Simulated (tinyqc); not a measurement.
Gate sheet resistance from two finger widths.

Question. At low frequency R = Rsh Wf/(3 L) + B/Wf, where B collects the channel and vertical terms. Find Rsh, B and the width of lowest R.

Values chosen for this exercise: channel length L = 0.073 um.

input resistance of single fingers, contacted at one end, of width 1.2 and 5.4 um (ohm): [217.19178, 228.75190]

Solution. R Wf is a straight line in Wf^2; the minimum of R lies where both terms are equal.

Rsh = 7.70 ohm/square
B = 210 ohm um
width of lowest R = 2.44 um

Computed by the program tinyqc: `OMP_NUM_THREADS=1 python tinyqc.py 2262127 2262128 out.jsonl`, one thread of a shared Intel Xeon 2.30GHz, about 0.01 s for the whole run.
